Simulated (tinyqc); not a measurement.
What moves the results: two-dimensional electron gas with Rashba and Dresselhaus coupling. A value that a table varies takes the place of the one given here.

H = c k^2/m + al (ky sx - kx sy) + b1 (kx sx - ky sy) + gam kx ky (kx sy - ky sx), s the Pauli matrices, x = [100], c = hbar^2/2m0, b1 = gam (pi/L)^2 (hard walls). H = c k^2/m + B.s, so E = c k^2/m -/+ |B| and the lower state has its spin along -B.

Constants: hbar^2/2m0 = 3.80998211 eV angstrom^2.

Values chosen for the exercise (of the size met in InAs; not measured data):
```
symbol  value   unit           meaning
m       0.0249  m0             mass
al      0.29    eV angstrom    Rashba constant
gam     23.7    eV angstrom^3  bulk Dresselhaus constant
L       211     angstrom       width of the (001) well
n       2.5     1e11/cm^2      sheet density (one subband filled)
```

## Splitting and spin direction around the circle

At |k| = k0 = sqrt(2 pi n), 1e11/cm^2 = 1e-5/angstrom^2.

Around the circle:
```
phi (deg)  Bx (meV)  By (meV)  splitting (meV)  lower spin (deg)
0.0          0.0658   -3.6346           7.2704              91.0
22.5         1.4454   -3.3679           7.3299             113.2
45.0         2.6001   -2.6001           7.3543             135.0
67.5         3.3679   -1.4454           7.3299             156.8
90.0         3.6346   -0.0658           7.2704             179.0
112.5        3.3480    1.3364           7.2097            -158.2
135.0        2.5400    2.5400           7.1842            -135.0
157.5        1.3364    3.3480           7.2097            -111.8
```

What does this show?

The splitting runs from 7.1842 meV at 135 to 7.3543 meV at 45 degrees. Along [110] it is 2 k |al + b1 - 2 b3| and along [-110] 2 k |al - b1 + 2 b3|, b3 = gam k^2/4. From 0 to 90 degrees the spin turns with k (+88 degrees), the sense of the Rashba term.

## Tuning the Rashba term through the balance point

al = f (b1 - b3) at k0 = sqrt(2 pi n), b3 = gam k0^2/4. Helix wavelength along [110]: 2 pi c/(m |al + b1 - b3|). Dyakonov-Perel rates are proportional to the mean squares of the first harmonics: for spin along z, al^2 + (b1 - b3)^2; for the most protected in-plane spin, (al - (b1 - b3))^2/2 (third harmonic left out); both are given over (b1 - b3)^2.

Against f:
```
f     al (meV angstrom)  wavelength (micron)  rate, z  rate, in plane
0.00              0.000               22.238    1.000          0.5000
0.25              1.081               17.790    1.062          0.2812
0.50              2.162               14.825    1.250          0.1250
0.75              3.242               12.707    1.562          0.0312
0.90              3.891               11.704    1.810          0.0050
1.00              4.323               11.119    2.000          0.0000
1.25              5.404                9.884    2.562          0.0312
2.00              8.646                7.413    5.000          0.5000
```

How do the results move?

At f = 1, al = 4.32 meV angstrom, the first harmonic points along one axis for all k and the listed in-plane rate vanishes; the helix would have wavelength 11.12 micron. The third harmonic, b3/(b1 - b3) = 0.22, is small and sets its lifetime. The uniform z spin still relaxes there, twice as fast as at f = 0.

## What each parameter does

Splittings 2|B| at k0 = sqrt(2 pi n) along [100], [110] and [-110], and E0 = c k0^2/m; 1e11/cm^2 = 1e-5/angstrom^2. Each row changes one parameter from the base and keeps the others.

Results:
```
case                       [100] (meV)  [110] (meV)  [-110] (meV)  E0 (meV)
base                            7.2704       7.3543        7.1842     24.03
m = 0.02739 m0                  7.2704       7.3543        7.1842     21.85
al = 0.348 eV angstrom          8.7241       8.8081        8.6380     24.03
gam = 28.44 eV angstrom^3       7.2709       7.3713        7.1672     24.03
L = 231 angstrom                7.2701       7.3324        7.2060     24.03
n = 3.75 1e11/cm^2              8.9044       8.9785        8.8274     36.05
```

What can be read from the table?

The largest shifts from the base row, up to three for each result and ties (the steps differ in size, so this ranks the rows, not the parameters). [100] (meV): n +1.6340, al +1.4536, gam +0.0005; unchanged at the printed digits by m. [110] (meV): n +1.6243, al +1.4538, L -0.0218; unchanged at the printed digits by m. [-110] (meV): n +1.6432, al +1.4538, L +0.0218; unchanged at the printed digits by m. E0 (meV): n +12.02, m -2.18; unchanged at the printed digits by al, gam and L.

Computed by tinyqc, a small Python program: `OMP_NUM_THREADS=1 python tinyqc.py 1450529 1450530 out.jsonl` (the numbers bound the seed that draws the inputs); one thread of a shared host (Intel(R) Xeon(R) Processor @ 2.30GHz), about 0.01 s for the whole set of steps.
